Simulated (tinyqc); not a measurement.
# Input admittance of a MOSFET at zero drain bias: distributed channel and distributed gate: input impedance against frequency

Source and drain grounded, strong inversion, w = 2 pi f, Cox = eps0 eox/tox. The channel is an RC line of resistance 1/(mu Cox Vo) per square fed from both ends, so one finger has the intrinsic admittance y = i w Cox L tanh(g)/g per width, g = (1/2) sqrt(i w tau), tau = L^2/(mu Vo). The vertical resistance rv/L is in series with y, the overlaps 2 i w Cov in parallel: y_t = 1/(1/y + rv/L) + 2 i w Cov. The gate strip is a line of Rsh/L per length loaded by y_t, so a finger has Y = y_t Wf tanh(k)/k, k = (Wf/sd) sqrt(y_t Rsh/L); the device has Nf Y.

Low-frequency limits, with c = Cox L and ct = c + 2 Cov: R_strip = Rsh Wf/(3 sd^2 L Nf), R_ch = (c/ct)^2 L/(12 mu Cox Vo Wf Nf), R_vert = (c/ct)^2 rv/(L Wf Nf), C = ct Wf Nf. Z = 1/(Nf Y) = R + 1/(i w C), Q = |Im Z|/R, far-point signal |1/cosh k|.

Values chosen for this exercise; values of the order met in silicon radio-frequency transistors:
- eox = 3.9 (relative permittivity of the gate insulator (close to silicon dioxide))
- tox = 5.2 nm (insulator thickness)
- L = 0.2 um (channel length)
- Wf = 1.7 um (finger width)
- Nf = 1 (number of fingers)
- mu = 420 cm^2/(V s) (channel mobility)
- Vo = 0.61 V (gate overdrive)
- Rsh = 22 ohm/square (sheet resistance of the gate)
- rv = 0 ohm um^2 (vertical resistivity of the gate stack)
- sd = 1 (number of ends at which a finger is contacted)
- Cov = 0.18 fF/um (overlap and fringe capacitance on each side)

Constants: eps0 = 8.8541878128e-14 F/cm where lengths are in cm. Results are converted to the units shown.

The same in every row: low-frequency R (ohm) = 98.00.

Results:
```
f (GHz)     w tau      |k|  R (ohm)  C (fF)      Q  signal at the far point
0.9      0.008829  0.05509    98.00   2.870  628.8                    1.000
2         0.01962  0.08212    98.00   2.870  282.9                    1.000
4         0.03924   0.1161    98.00   2.870  141.5                    1.000
20         0.1962   0.2597    97.99   2.869  28.30                   0.9992
30         0.2943   0.3180    97.99   2.869  18.87                   0.9982
70         0.6867   0.4853    97.91   2.863  8.110                   0.9902
100        0.9810   0.5795    97.82   2.856  5.696                   0.9804
300         2.943   0.9877    96.53   2.760  1.992                   0.8608
```

Estimate the missing row, f = 8 GHz.

Computed row:
```
f (GHz)    w tau     |k|  R (ohm)  C (fF)      Q  signal at the far point
8        0.07848  0.1642    98.00   2.870  70.74                   0.9999
```

With this row back in the table: R falls from 98.0 to 96.5 ohm and C falls from 2.87 to 2.76 fF. Q goes as f^(-1.00) between the first two rows and f^(-0.96) between the last two, where w tau = 2.94 and |k| = 0.988. The low-frequency limits hold both R and C within 5 % up to f = 300 GHz among the rows.

Numbers from tinyqc (`OMP_NUM_THREADS=1 python tinyqc.py 2262161 2262162 out.jsonl`; about 0.01 s on one thread of a shared Intel Xeon 2.30GHz).
